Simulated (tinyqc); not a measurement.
Resistance of a source-drain extension with a graded tip: one step of the calculation.

y runs along the channel, the gate covers y > 0. The doping is N0 for y < y0 and N0 10^(-(y - y0)/la) beyond, uniform over the depth xj. Sheet conductance s(y) = q mu(N) max(N - Nch, 0) xj + (for y > 0) ma Cox Vo, with mu(N) = u0 + (u1 - u0)/(1 + (N/Nr)^au) and Cox = eps0 eox/tox. Current is taken as one-dimensional; depletion of the tip, spreading and the contact are left out. The metallurgical junction lies at yj, where N = Nch.

Problem. Resistance of the overlapped part. Midpoint rule on 10 equal steps from 0 to yj: R_ov = sum h/s(y), per width.

Parameters, values chosen for the exercise; mobility law close to that of holes in silicon: relative permittivity of the gate insulator (close to silicon dioxide) eox = 3.9; insulator thickness tox = 1.3 nm; active doping of the extension far from the gate N0 = 2.6e20 cm^-3; lateral abruptness la = 2.5 nm/decade; position under the gate where the fall begins (gate edge at 0) y0 = 0.3 nm; depth of the extension xj = 15 nm; channel doping Nch = 5.5e17 cm^-3; gate overdrive Vo = 0.58 V; mobility of the gate-induced layer ma = 64 cm^2/(V s); mobility at low doping u1 = 470.5 cm^2/(V s); mobility at high doping u0 = 44.9 cm^2/(V s); reference doping Nr = 2.23e17 cm^-3; exponent au = 0.719.

Constants: q = 1.602176634e-19 C, eps0 = 8.8541878128e-14 F/cm where lengths are in cm. Results are converted to the units shown.

Wanted: y; N; doped conductance; sheet resistance; R_ov.

Solution.

```
point  y (nm)  N (cm^-3)  doped conductance (uS)  sheet resistance (ohm/square)
0      0.3493   2.485e20                    2837                          340.6
1       1.048   1.306e20                    1538                          611.2
2       1.747   6.860e19                   845.7                           1059
3       2.445   3.605e19                   474.4                           1745
4       3.144   1.894e19                   272.6                           2694
5       3.843   9.953e18                   160.3                           3863
6       4.541   5.230e18                   95.38                           5155
7       5.240   2.748e18                   55.45                           6491
8       5.939   1.444e18                   28.57                           7863
9       6.637   7.587e17                   8.510                           9336
```

R_ov = 27.36 ohm um

tinyqc, about 0.03 s, one thread, Intel Xeon 2.30GHz (shared host): `OMP_NUM_THREADS=1 python tinyqc.py 2282148 2282149 out.jsonl`
